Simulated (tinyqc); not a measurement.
Capacitance measurement on a leaky thin oxide: effects of series resistance and leakage: one step of the calculation.

The device is a capacitance C in parallel with a leakage conductance G, in series with Rs and Ls. An impedance meter reports either a parallel pair (Cp, Gp) from Y = 1/Z = Gp + i w Cp or a series pair (Cs, Rm) from Z = Rm + 1/(i w Cs); w = 2 pi f, dissipation D = Gp/(w |Cp|).

Problem. True capacitance and conductance. EOT = 3.9 tox/eox; CET = EOT + zc + zp; C = 3.9 eps0 A/CET; G = Jg A/Vs.

Parameters, values chosen for the exercise; values of the order met in thin-oxide MOS capacitors:
```
symbol,value,unit,meaning
eox,3.9,,relative permittivity of the gate insulator (close to silicon dioxide)
tox,4,nm,insulator thickness
A,10000,um^2,gate area
zc,0.51,nm,oxide-equivalent thickness added by the accumulation layer
zp,0.1,nm,oxide-equivalent thickness added by gate depletion
Jg,1.6,A/cm^2,"gate leakage current density, not matched to the thickness"
Vs,0.39,V,voltage for an e-fold rise of the leakage
```

Constants: eps0 = 8.8541878128e-14 F/cm where lengths are in cm. Results are converted to the units shown.

Give: EOT; CET; C; G.

Solution.

EOT = 4.000 nm
CET = 4.610 nm
C = 74.91 pF
G = 410.3 uS

Program tinyqc, `OMP_NUM_THREADS=1 python tinyqc.py 2022084 2022085 out.jsonl`; Intel Xeon 2.30GHz, shared host, one thread, about 0.01 s.
